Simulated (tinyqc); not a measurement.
# AlGaN/GaN HEMT with access regions, lumped model, step by step

tinyqc, about 0.02 s, one thread, Intel Xeon 2.30GHz (shared host): `OMP_NUM_THREADS=1 python tinyqc.py 2570097 2570098 out.jsonl` Printed values are rounded.

A polarisation-induced electron sheet under a Schottky gate, in series with two ungated access regions and contacts. Drift law v = mu E/(1 + mu E/vs) under the gate. Currents in mA/mm, resistances in ohm mm. No self-heating, no channel-length modulation; fits for polarisation, barrier and offset are chosen for the exercise.

Inputs (values chosen for the exercise); values close to those of AlGaN/GaN structures:
- x = 0.33 (aluminium share of the barrier)
- d = 12 nm (barrier thickness)
- eps_r = 9.4 (relative permittivity of barrier and channel)
- mu = 1100 cm^2/(V s) (channel mobility)
- vs = 1.5e7 cm/s (saturation velocity)
- Lg = 0.5 um (gate length)
- Ls = 1 um (source access length)
- Ld = 1.5 um (drain access length)
- Rc = 0.49 ohm mm (resistance of each contact)
- ft = 0 (share of the drain-access electrons removed by traps)
- Vg = -0.5 V (gate voltage)
- Vd = 0.5 V (drain voltage)
- Ec = 3.3 MV/cm (critical field)
- te = 0.47 um (depth over which the depleted charge spreads)
- tf = 300 nm (insulator under the field plate)
- ei = 7.5 (relative permittivity of that insulator)

Constants: q = 1.602176634e-19 C, eps0 = 8.8541878128e-14 F/cm where lengths are in cm. Results are converted to the units shown.

## Polarisation charge, threshold and sheet resistance

sigma = (5e13 x + 1.6e13 x^2) cm^-2, phiB = 0.84 + 1.3 x, dEc = 0.7 (1.71 x + x^2) in volts, Cb = eps0 eps_r/d, VT = phiB - dEc - q sigma/Cb, access density n0 = -Cb VT/q. Rsh = 1/(q mu n0); largest access current q n0 vs.

sigma = 1.82424e13 cm^-2
Cb = 0.693578 uF/cm^2
VT = -3.41626 V
n0 = 1.47889e13 cm^-2
Rsh = 383.672 ohm
q n0 vs = 3554.17 mA/mm

## Iteration 1: drain current

I at the start = 180 mA/mm

Access resistance R(L, n) = L/(q mu n sqrt(1 - (I/(q n vs))^2)); Rs = Rc + R(Ls, n0), Rd = Rc + R(Ld, (1 - ft) n0). Vg' = Vg - I Rs, Vd' = Vd - I (Rs + Rd); with u = Vg' - VT, Vc = vs Lg/mu and w the smaller of Vd' and Vc [sqrt(1 + 2 u/Vc) - 1] (0 if negative), the channel gives (mu Cb/Lg)(u w - w^2/2)/(1 + w/Vc). I(new) = I + 0.2 (channel current - I).

Rs = 0.874165 ohm mm
Rd = 1.06625 ohm mm
Vg' = -0.657350 V
Vd' = 0.150726 V
channel current = 505.448 mA/mm
I after iteration 1 = 245.090 mA/mm

## Iteration 2: drain current

As before.

Rs = 0.874588 ohm mm
Rd = 1.06688 ohm mm
Vg' = -0.714352 V
Vd' = 0.0241660 V
channel current = 95.7901 mA/mm
I after iteration 2 = 215.230 mA/mm

## Course of the iteration: drain current

Stop when I changes by less than 1e-6 mA/mm, or after 60 iterations. I must stay below q (1 - ft) n0 vs.

Course of the iteration:
```
iteration  I (mA/mm)  |change| (mA/mm)
1            245.090              65.1
2            215.230              29.9
3            232.368              17.1
4            223.345              9.02
5            228.353              5.01
6            225.646              2.71
7            227.132              1.49
8            226.323             0.808
9            226.765             0.442
...              ...               ...
23           226.609           9.21e-5
24           226.609           5.02e-5
25           226.609           2.74e-5
26           226.609           1.50e-5
27           226.609           8.17e-6
28           226.609           4.46e-6
29           226.609           2.43e-6
30           226.609           1.33e-6
31           226.609           7.25e-7
```

Converged in 31 iterations. At the end each change is about 0.55 times the one before, with alternating sign: linear convergence. Of Vd, 12.0 % reaches the channel; the access current is 6.4 % of its limit.

## On-resistance and breakdown

sigma = (5e13 x + 1.6e13 x^2) cm^-2, phiB = 0.84 + 1.3 x, dEc = 0.7 (1.71 x + x^2) in volts, Cb = eps0 eps_r/d, VT = phiB - dEc - q sigma/Cb, access density n0 = -Cb VT/q. Ron = 2 Rc + Ls/(q mu n0) + Ld/(q mu (1 - ft) n0) + Lg/(mu Cb (Vg - VT)). Off state: a depleted stretch that holds the voltage V has the peak field sqrt(k V), k = 2 q n0/(eps0 eps_r te), so one edge holds V1 = Ec^2/k. The sheet under the plate pinches off at Vf = q n0 (1/Cb + tf/(eps0 ei)); beyond it the gate edge is screened. BV = V1 if Vf >= V1, else Vf + V1, and at most Ec Ld. Specific resistance Ron (Ls + Lg + Ld); figure of merit BV^2 over it.

Ron = 2.16391 ohm mm
Vf = 110.459 V
V1 = 89.8929 V
BV = 89.8929 V
specific resistance = 0.0649172 mohm cm^2
figure of merit = 124.478 MW/cm^2

The plate pinches off too late to screen the gate edge, so it adds nothing.
